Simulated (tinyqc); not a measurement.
Level and width from two currents at zero temperature.

Question. In a resonant-tunnelling diode at zero temperature a sharp resonance at Er = E0 - alpha V between the emitter band edge and Ef carries J = K (pi/2) G Tp (Ef - Er), K = q^3 mw m0/(2 pi^2 hbar^3) (times 1e-4 for A/cm^2 per eV^2), with G its full width and Tp its peak transmission, G Tp taken as constant, and no back flow. Find G Tp and E0.

Values chosen for this exercise; masses and offsets of a made-up heterostructure:

| symbol | value | unit | meaning |
|---|---|---|---|
| mw | 0.084 | m0 | mass in the well, spacer and contacts |
| Ef | 0.031 | eV | Fermi energy of both contacts above their band edges |
| alpha | 0.46 |  | share of the bias at the well |

Constants: q = 1.602176634e-19 C, hbar = 1.054571817e-34 J s, m0 = 9.1093837015e-31 kg. Results are converted to the units shown.

J at V = 0.097 and 0.14 V (kA/cm^2): [91.588182, 349.65289]

Answer. J is linear in V: the slope gives G Tp, and the onset V0, where the line meets zero, gives E0 = Ef + alpha V0.

G Tp = 6.11 meV
E0 = 0.0686 eV

Program tinyqc, `OMP_NUM_THREADS=1 python tinyqc.py 2600003 2600004 out.jsonl`; Intel Xeon 2.30GHz, shared host, one thread, about 0.2 s.
